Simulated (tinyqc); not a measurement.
# Changing the preheat temperature T0

Model: millisecond and nanosecond annealing: surface heating, thermal budget and solid-phase regrowth. Computed by tinyqc, a small Python program. Command: `OMP_NUM_THREADS=1 python tinyqc.py 3000397 3000398 out.jsonl flash sweep`. One thread of a shared host (Intel(R) Xeon(R) Processor @ 2.30GHz), about 0.04 s of CPU time with the checks.

A square pulse heats the surface of a thick wafer with constant thermal properties; losses by radiation are neglected and silicon melts at 1414 C.

Inputs (values chosen for the exercise, modelled on hot silicon with boron):

| quantity | value | unit |
|---|---|---|
| incident fluence | 7.48 | J/cm^2 |
| pulse length t_p | 0.00014 | s |
| reflectance R | 0.43 | - |
| thermal conductivity k | 0.28 | W/(cm K) |
| heat capacity per volume c | 2.22 | J/(cm^3 K) |
| dopant prefactor D0 | 1.02 | cm^2/s |
| dopant activation energy E | 3.5 | eV |
| regrowth prefactor v0 | 6e+08 | cm/s |
| regrowth energy E_v | 2.71 | eV |

Source: scanned laser.

Constants: k_B = 8.617333262e-05 eV/K.

Method:
- Absorbed flux q = (1 - R) fluence/t_p; kappa = k/c. With f(z, t) = (2 q/k) sqrt(kappa t) ierfc(z/(2 sqrt(kappa t))), ierfc(x) = exp(-x^2)/sqrt(pi) - x erfc(x): T = T0 + f(z, t) during the pulse and T0 + f(z, t) - f(z, t - t_p) after it.
- At the surface the rise at the end of the pulse is 2 q sqrt(t_p/(pi k c)); the fluence that just melts the surface scales with (1414 - T0).
- Temperatures in kelvin are T(C) + 273.15.
- Integrate exp(-E/(k_B T(t))) at the surface from 0 to 10 t_p (Gauss-Legendre, 60 points in sqrt(t) up to t_p and 60 in sqrt(t - t_p) after it). (Dt) = D0 x integral with E; regrowth = v0 x integral with E_v; effective time = integral/exp(-E/(k_B T_peak)).

One run for each value:

| preheat temperature T0 (C) | peak temperature (C) | diffusion length 2 sqrt(Dt) (nm) | effective time over t_p | fluence at the melting threshold (J/cm^2) |
|---|---|---|---|---|
| 520 | 1035.7 | 0.01733 | 0.15756 | 12.967 |
| 560 | 1075.7 | 0.02832 | 0.16767 | 12.386 |
| 600 | 1115.7 | 0.04505 | 0.17822 | 11.806 |
| 640 | 1155.7 | 0.06990 | 0.18925 | 11.226 |
| 680 | 1195.7 | 0.10603 | 0.20081 | 10.646 |
| 720 | 1235.7 | 0.15753 | 0.21297 | 10.066 |
| 760 | 1275.7 | 0.22963 | 0.22581 | 9.486 |
| 800 | 1315.7 | 0.32892 | 0.23941 | 8.905 |
| 840 | 1355.7 | 0.46360 | 0.25388 | 8.325 |

Over the rows, peak temperature (C) rises from 1040 to 1360; diffusion length 2 sqrt(Dt) (nm) rises from 0.0173 to 0.464; effective time over t_p rises from 0.158 to 0.254. At fixed fluence the rise is fixed, so the peak follows T0 one to one and the diffusion length follows it exponentially.

Caution (all rows): equilibrium diffusivities are used; implant damage enhances diffusion, and k and c vary with temperature. Caution (rows 520, 560, 600, 640, 680, 720, 760): a diffusion length below the atomic spacing of 0.235 nm means about one jump per atom or fewer, so the profile does not change measurably.

Extremes, crossings and ranges named in words are read from the listed rows.
